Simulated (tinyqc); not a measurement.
Inside a calculation: temperature and isotope dependence of a band gap in oscillator models. Values are carried at full precision from step to step, so a last printed digit may differ when a step is redone from the rounded ones.

E(T) = E0 - sum_i sl_i th_i n_i(T), n = 1/(exp(th/T) - 1). The same coupling lowers the gap at 0 K by the zero-point term ZP = sum_i sl_i th_i/2, so the gap of the static lattice is E0 + ZP. Thermal expansion is taken as part of the slopes.

Values chosen for the exercise (near those of SiC; the results hold for these values, not for the real material):
- E0 = 3.294 eV (gap at 0 K)
- th = (270, 1080) K (temperatures of two oscillators)
- sl = (0.2358, 0.2882) meV/K (their high-temperature slopes)
- T = 150 K (temperature)
- M = 20.05 u (mean atomic mass)
- dM = -1.11 u (change of the mean mass (not bounded by the natural isotopes))
- T12 = (640, 1270) K (temperatures of the fits)

## The gap at T

Give the occupations, the two terms, the gap, ZP and the static gap.

n_i: 0.19803  0.00075

terms (meV): 12.608  0.233

E(T) = 3.2812 eV
ZP = 187.46 meV
static gap = 3.4815 eV

The thermal fall, 12.8 meV, is smaller than the zero-point term, 187.5 meV; the soft oscillator supplies 98 % of the fall but 17 % of ZP. A calculation with clamped ions should be compared with the static gap.

## Slope and asymptote

dE/dT = -sum sl_i (th_i/T)^2 n_i (1 + n_i). At high T, n -> T/th - 1/2, so E -> E0 + ZP - (sum sl_i) T. Give the slope, its ratio to the limit, and the value at 0 K of the tangent drawn at T.

dE/dT = -0.1924 meV/K
ratio to the limiting slope = 0.3672
intercept of the tangent = 3.3100 eV
intercept - E0 = 16.02 meV

The tangent recovers 9 % of ZP: the extrapolation works only from T well above the higher oscillator (1080 K).

## Isotope effect

With M -> M + dM the oscillator temperatures scale as M^(-1/2) and the slopes stay. Give th, ZP, E0 (static gap fixed) and E(T) for the new mass, and the linear rule dE0 = ZP dM/(2 M).

th (K): 277.80  1111.20

ZP = 192.876 meV
shift of E0 = -5.415 meV
linear rule = -5.189 meV
shift of E(T) = -4.961 meV

The lighter crystal has the narrower gap. At 150 K 92 % of the shift at 0 K is left; it fades at high T, where the motion is classical and the mean-square amplitude no longer depends on mass.

## Two common fits

Two-parameter forms are made to pass through the falls at the two temperatures T12: Varshni aV T^2/(T + bV), from the line T^2/fall = (T + bV)/aV; one oscillator s1 t1/(exp(t1/T) - 1), with t1 from the ratio of the falls.

Give the falls and the parameters.

falls (meV): 191.9551  500.9422

aV = 0.5802 meV/K
bV = 598 K
t1 = 629.9 K
s1 = 0.5107 meV/K
ZP of the one-oscillator fit = 160.8 meV

The limiting slope of the model is 0.5240 meV/K; Varshni puts it +11 % off and one oscillator -3 %. The ZP of the fit differs from the true one by -26.6 meV.

## Checks

- Slope by finite differences against the formula (meV/K): both 0.19243.
- Fall at 20 times the higher oscillator temperature against the asymptote (meV): 11132 against 11131.

Computed by tinyqc, a small Python program: `OMP_NUM_THREADS=1 python tinyqc.py 1880856 1880857 out.jsonl` (the numbers bound the seed that draws the inputs); one thread of a shared host (Intel(R) Xeon(R) Processor @ 2.30GHz), about 0.01 s for the whole set of steps.
